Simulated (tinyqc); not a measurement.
sp3s* tight binding: one step. Levels at this k. The numbers come from values chosen for the exercise (near a published set for InAs, fitted to gaps, whose masses and valley positions are rough).

H(k) (eV):
```
                      sa                   xa                   ya                   za                  s*a
sa             -9.506000                    0                    0                    0                    0
xa                     0             0.915000                    0                    0                    0
ya                     0                    0             0.915000                    0                    0
za                     0                    0                    0             0.915000                    0
s*a                    0                    0                    0                    0             7.458000
sc   -4.783685-0.191988i   0.543777+1.588243i   0.543777+1.588243i   0.543777+1.588243i                    0
xc   -0.299385-0.874432i   1.556455+0.062467i  -0.442129-1.291354i  -0.442129-1.291354i  -0.333731-0.974749i
yc   -0.299385-0.874432i  -0.442129-1.291354i   1.556455+0.062467i  -0.442129-1.291354i  -0.333731-0.974749i
zc   -0.299385-0.874432i  -0.442129-1.291354i  -0.442129-1.291354i   1.556455+0.062467i  -0.333731-0.974749i
s*c                    0   0.388228+1.133921i   0.388228+1.133921i   0.388228+1.133921i                    0

                      sc                   xc                   yc                   zc                 s*c
sa   -4.783685+0.191988i  -0.299385+0.874432i  -0.299385+0.874432i  -0.299385+0.874432i                   0
xa    0.543777-1.588243i   1.556455-0.062467i  -0.442129+1.291354i  -0.442129+1.291354i  0.388228-1.133921i
ya    0.543777-1.588243i  -0.442129+1.291354i   1.556455-0.062467i  -0.442129+1.291354i  0.388228-1.133921i
za    0.543777-1.588243i  -0.442129+1.291354i  -0.442129+1.291354i   1.556455-0.062467i  0.388228-1.133921i
s*a                    0  -0.333731+0.974749i  -0.333731+0.974749i  -0.333731+0.974749i                   0
sc             -2.708000                    0                    0                    0                   0
xc                     0             3.737000                    0                    0                   0
yc                     0                    0             3.737000                    0                   0
zc                     0                    0                    0             3.737000                   0
s*c                    0                    0                    0                    0            6.702000
```

Question. Diagonalise H, which belongs to k = (0.21, 0.21, 0.21) (2 pi/a). Four bands are filled (two electrons each); give the make-up of band 5, the lowest empty one.

Give: levels; weights of band 5; weight of band 5 on atom a.

Answer.

levels (eV): [-12.2154, -3.2192, -0.4701, -0.4701, 1.6766, 4.4071, 5.1221, 5.1221, 7.4691, 8.4799]

weights of band 5: s 0.537, p 0.409, s* 0.054

weight of band 5 on atom a = 0.331

The vertical gap at this k is 2.1467 eV; band 5 is mostly s-like.

Program tinyqc; command `OMP_NUM_THREADS=1 python tinyqc.py 1480584 1480585 out.jsonl`; about 0.1 s on one thread of a shared Intel(R) Xeon(R) Processor @ 2.30GHz.
